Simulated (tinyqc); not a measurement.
Frenkel-Kontorova chain: a misfit dislocation (kink) in a monolayer on a periodic substrate. From one set of inputs to another, one input at a time. Computed by tinyqc, a small Python program. Command: `OMP_NUM_THREADS=1 python tinyqc.py 3023289 3023290 out.jsonl fkchain ladder`. One thread of a shared host (Intel(R) Xeon(R) Processor @ 2.30GHz), about 0.09 s of CPU time with the checks.

E = sum_j [(k/2)(x_(j+1) - x_j - b)^2 + (W/2)(1 - cos(2 pi x_j/a))], x_j = a (j + u_j). A kink takes u from 0 to 1: the chain is stretched by one period and has one atom fewer than wells.

The inputs printed are set A. Inputs not listed in the table keep their values of set A, so the rows need not describe a real material.

Inputs (values chosen for the exercise, for a model overlayer):
```
quantity              value           unit
spring constant k       1.1  eV/angstrom^2
substrate period a     3.91       angstrom
corrugation W         0.805             eV
misfit f = (b - a)/a   0.17              -
atoms on each side n      8              -
atomic mass M          96.6              u
```

Relaxation: Newton steps.

Constants: nu for 1 eV/(angstrom^2 u) = 15.6333042 THz.

Method:
- l0 = sqrt(k a^2/(2 W)); kink u(j) = (2/pi) arctan exp(pi j/l0); kink energy at f = 0: E0 = (4/pi) W l0; with misfit E0 - k a^2 f; kinks become favourable at f_c = 2/(pi l0), and a coherent chain with free ends loses stability at f_m = 1/l0. Lowest vibration of the flat chain: nu0 = 15.6333042 THz x sqrt(2 pi^2 W/(a^2 M)).
- Discrete chain at f = 0, ends held at u = 0 and 1: E = (k a^2/2) sum (u_(j+1) - u_j)^2 + (W/2) sum (1 - cos 2 pi u_j), gradient g_j = k a^2 (2 u_j - u_(j-1) - u_(j+1)) + pi W sin(2 pi u_j), Hessian 2 k a^2 + 2 pi^2 W cos(2 pi u_j) on the diagonal and -k a^2 beside it.
- Start as above (continuum shape at j + 1/2, j = -n..n-1, l0 = sqrt(k a^2/(2 W))). u(new) = u - H^-1 g; stop when the largest gradient is below 1e-9 eV.
- Repeat by Newton steps with an atom at the centre (j = -n..n, u_0 = 1/2). Barrier = difference of the two energies; the lowest Hessian eigenvalue tells minimum from saddle.

Each row keeps all changes above it:
```
input moved                         from    to  kink width l0  kink energy E0 (eV)  Peierls barrier (meV)
set A                                  -     -         3.2319                3.313             8.2103e+00
substrate period a (angstrom)       3.91  2.57         2.1243                2.177             9.6229e+01
corrugation W (eV)                 0.805  5.22         0.8342                5.544             3.7191e+03
atomic mass M (u)                   96.6   134         0.8342                5.544             3.7191e+03
misfit f = (b - a)/a                0.17  0.56         0.8342                5.544             3.7191e+03
spring constant k (eV/angstrom^2)    1.1  7.15         2.1268               14.136             6.2093e+02
```

Which inputs carry the difference?

Kink width l0 goes from 3.23 to 2.13, a factor 0.658 in all. The largest single move comes from spring constant k (a factor 2.55), but it runs against the net change; the largest move in the direction of the net change is corrugation W (a factor 0.393). Kink energy E0 goes from 3.31 to 14.1, a factor 4.27 in all. The largest single move comes from spring constant k (a factor 2.55), and substrate period a works against it (a factor 0.657). Peierls barrier goes from 8.21 to 621, a factor 75.6 in all. The largest single move comes from corrugation W (a factor 38.6), and spring constant k works against it (a factor 0.167). The single moves hold for this order of the switches; the total does not depend on the order.

Caution (rows substrate period a, corrugation W, atomic mass M, misfit f = (b - a)/a, spring constant k): for l0 below about 3 the kink spans few atoms, and the continuum kink energy is off by about 2 per cent or more. Caution (rows corrugation W, atomic mass M, misfit f = (b - a)/a, spring constant k): a corrugation above 1 eV is larger than real overlayers usually show; it is chosen to keep the kink narrow.

Extremes, crossings and ranges named in words are read from the listed rows.
